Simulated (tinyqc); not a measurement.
Inverse iteration on a symmetric matrix, step by step. Computed by tinyqc, a small Python program that keeps every step. Settings: method = inverse, shift = -0.24. Command: `OMP_NUM_THREADS=1 python tinyqc.py 26838 26839 out.jsonl` (the two numbers bound the seeds that draw the settings). One thread of a shared host (Intel(R) Xeon(R) Processor @ 2.60GHz), about 0.01 s of CPU time with the checks.

A:
```
,1,2,3
1,0.220000,0.104000,0.106000
2,0.104000,0.280000,0.031000
3,0.106000,0.031000,1.388000
```

Stop when the residual |A v - lambda v| is below 1e-9.

Steps:
```
step,lambda,residual
1,0.43124100,2.97e-01
2,0.34248044,1.28e-01
3,0.30868187,9.43e-02
4,0.26887854,1.04e-01
5,0.22207137,1.04e-01
6,0.18296657,8.67e-02
7,0.15912442,6.34e-02
8,0.14728141,4.31e-02
9,0.14199636,2.83e-02
10,0.13975119,1.83e-02
11,0.13881743,1.18e-02
12,0.13843252,7.54e-03
13,0.13827443,4.83e-03
14,0.13820960,3.09e-03
15,0.13818303,1.98e-03
16,0.13817215,1.27e-03
17,0.13816768,8.11e-04
18,0.13816586,5.19e-04
19,0.13816511,3.32e-04
20,0.13816480,2.13e-04
21,0.13816468,1.36e-04
22,0.13816463,8.71e-05
23,0.13816460,5.58e-05
24,0.13816460,3.57e-05
25,0.13816459,2.29e-05
26,0.13816459,1.46e-05
27,0.13816459,9.36e-06
28,0.13816459,5.99e-06
29,0.13816459,3.83e-06
30,0.13816459,2.45e-06
```

Can the last value be used, and what does the course show?

Not by the stop rule, although the second column moves by less than 1e-07 over the last three steps. Not converged in 30 steps: the residual falls only by the ratio of the two smallest distances of eigenvalues from the shift, 0.64 a step. all eigenvalues, for comparison: 0.138165  0.350838  1.398997.
